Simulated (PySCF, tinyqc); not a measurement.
Inside a calculation. Method: FCI on RHF in the sto-6g basis, frozen core, for B+, spin multiplicity 1. The lowest restricted solution is unstable here: a spin-polarised one lies 0.0000 hartree lower (PySCF). One step of it, computed by the program tinyqc.

Problem. Integrals over molecular orbitals. (pq|rs) = sum C_ip C_jq C_kr C_ls (ij|kl), one index at a time.

coefficients C:
```
             MO1        MO2       MO3       MO4       MO5
1B 1s   0.996348  -0.287667  0.000000  0.000000  0.000000
1B 2s   0.013467   1.036958  0.000000  0.000000  0.000000
1B 2px  0.000000   0.000000  1.000000  0.000000  0.000000
1B 2py  0.000000   0.000000  0.000000  1.000000  0.000000
1B 2pz  0.000000   0.000000  0.000000  0.000000  1.000000
```

core Hamiltonian H = T + V (hartree):
```
             1B 1s      1B 2s     1B 2px     1B 2py     1B 2pz
1B 1s   -12.444477  -3.078069   0.000000   0.000000   0.000000
1B 2s    -3.078069  -3.375648   0.000000   0.000000   0.000000
1B 2px    0.000000   0.000000  -2.624950   0.000000   0.000000
1B 2py    0.000000   0.000000   0.000000  -2.624950   0.000000
1B 2pz    0.000000   0.000000   0.000000   0.000000  -2.624950
```

Two-electron integrals (ij|kl) in chemists' order, unique and non-zero (hartree):
```
(11|11) 2.924993   (21|11) 0.480756   (21|21) 0.099484   (22|11) 0.743449
(22|21) 0.188967   (22|22) 0.544922   (31|31) 0.021096   (32|31) 0.030854
(32|32) 0.120443   (33|11) 0.743450   (33|21) 0.188967   (33|22) 0.544922
(33|33) 0.587109   (41|41) 0.021096   (42|41) 0.030854   (42|42) 0.120443
(43|43) 0.031641   (44|11) 0.743450   (44|21) 0.188967   (44|22) 0.544922
(44|33) 0.523827   (44|44) 0.587109   (51|51) 0.021096   (52|51) 0.030854
(52|52) 0.120443   (53|53) 0.031641   (54|54) 0.031641   (55|11) 0.743450
(55|21) 0.188967   (55|22) 0.544922   (55|33) 0.523827   (55|44) 0.523827
(55|55) 0.587109
```

Give: one-electron integrals over orbitals h = C^T H C; Two-electron integrals over orbitals.

Solution.

one-electron integrals over orbitals h = C^T H C (hartree):
```
          1        2        3        4        5
1  -12.4370   0.3514   0.0000   0.0000   0.0000
2    0.3514  -2.8232   0.0000   0.0000   0.0000
3    0.0000   0.0000  -2.6250   0.0000   0.0000
4    0.0000   0.0000   0.0000  -2.6250   0.0000
5    0.0000   0.0000   0.0000   0.0000  -2.6250
```

Two-electron integrals over orbitals (pq|rs), unique and non-zero (hartree); the lowest 1 orbital is frozen and left out:
```
(22|22) 0.5279   (32|32) 0.1128   (33|22) 0.5347   (33|33) 0.5871
(42|42) 0.1128   (43|43) 0.0316   (44|22) 0.5347   (44|33) 0.5238
(44|44) 0.5871   (52|52) 0.1128   (53|53) 0.0316   (54|54) 0.0316
(55|22) 0.5347   (55|33) 0.5238   (55|44) 0.5238   (55|55) 0.5871
```
